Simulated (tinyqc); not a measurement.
Changing the pyrometer wavelength: rapid thermal processing of a wafer: radiative balance, ramp and cooling, pattern effects, pyrometer error and spike budget. Computed by tinyqc, a small Python program. Command: `OMP_NUM_THREADS=1 python tinyqc.py 3111067 3111068 out.jsonl rtp sweep`. One thread of a shared host (Intel(R) Xeon(R) Processor @ 2.30GHz), about 0.07 s of CPU time with the checks.

The wafer is opaque and uniform through its thickness unless said otherwise; temperatures in formulas are in kelvin (C + 273.15). sigma = 5.670374419e-12 W/(cm^2 K^4).

Inputs (values chosen for the exercise, modelled on a hot silicon wafer): process temperature = 894 C; starting temperature = 400 C; error of the assumed emissivity = 5 %; activation energy of the process E_a = 2.7 eV.

Constants: h = 6.62607015e-34 J s; c = 299792458 m/s; k_B = 1.380649e-23 J/K; k_B = 8.617333262e-05 eV/K.

Method. Signal proportional to eps/(exp(c2/(lambda T)) - 1), c2 = h c/k_B. If the assumed emissivity is too high by the given error, the reading T' solves (1 + error)/(exp(c2/(lambda T')) - 1) = 1/(exp(c2/(lambda T)) - 1). Wien estimate: T' - T = -lambda T^2 ln(1 + error)/c2. Process rates go as exp(-E_a/(k_B T)).

One run for each value; columns: (1) pyrometer wavelength (micrometre); (2) reading less true temperature (K); (3) Wien estimate (K); (4) c2/(lambda T); (5) rate at T over rate at T', less 1 (%):
```
(1)       (2)      (3)     (4)     (5)
0.6    -2.765   -2.772  20.545    6.58
0.9    -4.143   -4.158  13.697   10.03
1.3    -5.974   -6.005   9.483   14.81
2.0    -9.148   -9.239   6.164   23.62
3.0   -13.479  -13.858   4.109   36.84
4.5   -19.155  -20.788   2.739   56.51
6.7   -25.562  -30.950   1.840   82.41
10.0  -32.055  -46.195   1.233  113.42
```

Over the rows, reading less true temperature (K) falls from -2.77 to -32.1 (exponent d ln y / d ln x 1.00 between the first rows and 0.57 between the last); Wien estimate (K) falls from -2.77 to -46.2 (exponent d ln y / d ln x about 1.0 throughout); c2/(lambda T) falls from 20.5 to 1.23 (exponent d ln y / d ln x about -1.0 throughout). At the low end the exponent of reading less true temperature is 1.00, close to 1: the Wien limit.

Caution (rows 1.30, 2.00, 3.00, 4.50, 6.70, 10.0): below about 600 C lightly doped silicon is partly transparent at this wavelength, so its emissivity is not yet the hot value early in the ramp.
